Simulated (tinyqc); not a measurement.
What moves the results: Fermi-Dirac statistics of conduction electrons. A value that a table varies takes the place of the one given here.

Non-parabolic band E (1 + alpha E) = c k^2/m: n = Nc (2/sqrt(pi)) integral_0^infinity sqrt(x (1 + a x)) (1 + 2 a x) dx/(1 + exp(x - eta)) with a = alpha kT and eta = (EF - Ec)/kT; a = 0 gives n = Nc F_1/2(eta).

Constants: hbar^2/2m0 = 3.80998211 eV angstrom^2; kB = 8.617333262e-05 eV/K.

Parameters, chosen for this exercise (near those of InSb, lowest valleys alone; the results hold for these values, not for the real material): m = 0.0129 m0 (density-of-states mass of the conduction band); T = 77 K; alpha = 4.35 1/eV (non-parabolicity); m1 = 0.0129 m0 (mass of one isotropic band with spin); L = 100 angstrom (confinement length used to compare densities); n = 3.4e+15 1/cm^3 (electron density).

## Parabolic against non-parabolic filling

N = 2 (m kB T/(4 pi c))^(3/2) with c = hbar^2/2m0, in 1/angstrom^3; times 1e24 for 1/cm^3. k_F = (3 pi^2 n)^(1/3) and the energy E0 that solves E (1 + alpha E) = c k_F^2/m give the limit of zero temperature.

EF - Ec (meV):

| n (1/cm^3) | parabolic | non-parabolic | non-parabolic, 0 K |
|---|---|---|---|
| 5.0e+14 | -14.7 | -15.5 | 1.8 |
| 2.0e+15 | -4.8 | -5.7 | 4.4 |
| 7.0e+15 | 5.9 | 4.7 | 9.9 |
| 2.0e+16 | 18.8 | 16.4 | 19.2 |
| 7.0e+16 | 47.2 | 39.3 | 40.8 |
| 2.0e+17 | 96.3 | 72.3 | 73.3 |

Non-parabolicity lowers EF by 0.7 meV at the lowest density and by 24.0 meV at the highest, where alpha (EF - Ec) = 0.31. Temperature lowers EF below its 0 K value by 17.2 meV at the lowest density and by 1.0 meV at the highest. EF enters the band between 2e+15 and 7e+15 1/cm^3.

## Dimension (statistics of electrons in three, two and one dimensions)

One band edge at E = 0, lambda = sqrt(4 pi c/(m1 kT)) with c = hbar^2/2m0. Densities with spin: n3 = (2/lambda^3) F_1/2(eta), n2 = (2/lambda^2) F_0(eta) with F_0 = ln(1 + exp(eta)), n1 = (2/lambda) F_-1/2(eta). F_j(eta) = (1/Gamma(j + 1)) integral_0^infinity x^j dx/(1 + exp(x - eta)), which tends to exp(eta) for eta << 0.

The last two columns turn the sheet and line densities into volume densities, n2/L and n1/L^2, over n3.

Densities:

| eta | n3 (1/cm^3) | n2 (1/cm^2) | n1 (1/cm) | (n2/L)/n3 | (n1/L^2)/n3 |
|---|---|---|---|---|---|
| -4 | 8.70e+13 | 6.49e+08 | 4.84e+03 | 7.46 | 55.6 |
| -2 | 6.18e+14 | 4.54e+09 | 3.31e+04 | 7.34 | 53.5 |
| -1 | 1.57e+15 | 1.12e+10 | 7.86e+04 | 7.15 | 50.2 |
| 0 | 3.66e+15 | 2.48e+10 | 1.62e+05 | 6.78 | 44.2 |
| 1 | 7.53e+15 | 4.70e+10 | 2.75e+05 | 6.23 | 36.5 |
| 2 | 1.35e+16 | 7.61e+10 | 3.92e+05 | 5.63 | 29.0 |
| 4 | 3.11e+16 | 1.44e+11 | 5.85e+05 | 4.62 | 18.8 |
| 8 | 8.30e+16 | 2.86e+11 | 8.47e+05 | 3.45 | 10.2 |

lambda = 747.9 angstrom

Far below the edge all three follow exp(eta), and the ratios tend to lambda/L = 7.479 and its square. From eta = 4 to 8 the densities grow by 2.67, 1.99 and 1.45, near the powers 2^(3/2), 2 and 2^(1/2) that the densities of states E^(1/2), E^0 and E^(-1/2) give. One subband serves while EF stays several kT below the second, 131.8 kT up for hard walls; rows with a larger eta, if any, overfill it.

## What moves the Fermi level

N = 2 (m kB T/(4 pi c))^(3/2) with c = hbar^2/2m0, in 1/angstrom^3; times 1e24 for 1/cm^3. Each row changes one parameter from the base and keeps the others.

Results:

| case | parabolic EF - Ec (meV) | non-parabolic EF - Ec (meV) |
|---|---|---|
| base | -0.61 | -1.56 |
| m = 0.0142 m0 | -1.78 | -2.70 |
| T = 52 K | 3.11 | 2.56 |
| n = 6.8e+15 1/cm^3 | 5.61 | 4.38 |
| alpha = 6.525 1/eV | -0.61 | -2.00 |

The largest shifts from the base row, up to three for each result and ties (the steps differ in size, so this ranks the rows, not the parameters). parabolic EF - Ec (meV): n +6.22, T +3.72, m -1.18; unchanged at the printed digits by alpha. non-parabolic EF - Ec (meV): n +5.95, T +4.12, m -1.14.

tinyqc: `OMP_NUM_THREADS=1 python tinyqc.py 1651674 1651675 out.jsonl`; about 0.01 s, one thread, shared Intel(R) Xeon(R) Processor @ 2.30GHz.
